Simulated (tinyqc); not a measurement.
# Space-charge-limited current with shallow traps: two studies

One carrier type, drift only, an injecting contact at x = 0 (zero field) and thickness L. The share th = y/(1 + y), y = (Nc/Nt) exp(-Et/kB T), of the injected charge is free: J = q mu n F, eps0 eps_r dF/dx = q (n - n0)/th.

Parameters, values chosen for the exercise:
- T = 300 K (temperature)
- eps_r = 13.3 (relative permittivity)
- mu = 3.7 cm^2/(V s) (mobility)
- L = 4400 nm (thickness)
- Nc = 5.2e20 cm^-3 (band density of states)
- Nt = 1.2e15 cm^-3 (trap density)
- Et = 0.22 eV (trap depth)
- n0 = 9.3e12 cm^-3 (free carrier density in equilibrium)
- V = 6.1 V (voltage)

Constants: q = 1.602176634e-19 C, kB = 1.380649e-23 J/K, Vt = kB T/q, eps0 = 8.8541878128e-14 F/cm where lengths are in cm. Results are converted to the units shown.

Each table varies one quantity; the others keep the values above.

## From ohmic to space-charge-limited current

Ohmic J = q n0 mu V/L; Mott-Gurney J = (9/8) th eps0 eps_r mu V^2/L^3; they cross at Vx = 8 q n0 L^2/(9 th eps0 eps_r); traps fill at V_TFL = q Nt L^2/(2 eps0 eps_r). Exact: with u = n0/n(L), w = -u - ln(1 - u) and v = -u - u^2/2 - ln(1 - u), V = (q n0 L^2/(th eps0 eps_r)) v/w^2 and J = q^2 n0^2 mu L/(th eps0 eps_r w).

From ohmic to space-charge-limited current:
```
V (V)  J (A/cm^2)  ohmic (A/cm^2)  Mott-Gurney (A/cm^2)  d ln J/d ln V
0.016    2.074e-4        2.005e-4              1.456e-5          1.036
0.031    4.163e-4        3.884e-4              5.467e-5          1.077
0.059    8.546e-4        7.393e-4              1.980e-4          1.169
0.11     0.001852        0.001378              6.884e-4          1.323
0.21     0.004633        0.002631              0.002509          1.515
0.4       0.01303        0.005012              0.009103          1.687
0.76      0.04017        0.009523               0.03286          1.814
1.5        0.1423         0.01879                0.1280          1.898
2.8        0.4725         0.03508                0.4460          1.944
5.2         1.587         0.06515                 1.538          1.969
10          5.783          0.1253                 5.689          1.984
```

What does the comparison show?

The local exponent rises from 1.04 to 1.98, passing from ohmic towards the square law around Vx = 0.220 V. In the last row J is 1.7 % above the Mott-Gurney value. For V = 10 the voltage exceeds half of V_TFL = 15.8 V, near which the traps fill and the current rises steeply beyond this model. For V = 0.016, 0.031, 0.059, 0.11, 0.21, 0.4, 0.76, 1.5 the voltage is under 100 kB T/q, where diffusion would add more than a third of the Mott-Gurney current.

## Effect of the thickness

Same model as above.

Effect of the thickness:
```
L (nm)  J (A/cm^2)  ohmic (A/cm^2)  Mott-Gurney (A/cm^2)  d ln J/d ln V
1600         44.18          0.2102                 44.03          1.996
2200         17.05          0.1529                 16.94          1.993
3000         6.763          0.1121                 6.679          1.988
4200         2.494         0.08007                 2.434          1.976
5800        0.9680         0.05798                0.9242          1.955
8000        0.3841         0.04204                0.3522          1.916
11000       0.1588         0.03057                0.1355          1.850
15000      0.07082         0.02242               0.05343          1.747
```

What does the comparison show?

J falls from 44.2 to 0.0708 A/cm^2, as L^(-2.99) between the first two rows and L^(-2.60) between the last two (space charge -3, ohmic -1). The thickness law marks a bulk-limited current; an electrode-limited one depends on V/L alone. For L = 1600, 2200, 3000 V exceeds half of V_TFL, which goes as L^2, so trap filling, left out here, would raise the current.

Range of the model: Diffusion and a field-dependent mobility are left out. With injecting contacts the diffusion current, about 4 pi^2 Vt th eps0 eps_r mu V/L^3, equals the Mott-Gurney current at V = 35 kB T/q (0.9 V at 300 K), so the drift-only result needs V well above that.

Computed by the program tinyqc: `OMP_NUM_THREADS=1 python tinyqc.py 2370080 2370081 out.jsonl`, one thread of a shared Intel Xeon 2.30GHz, about 0.01 s for the whole run.
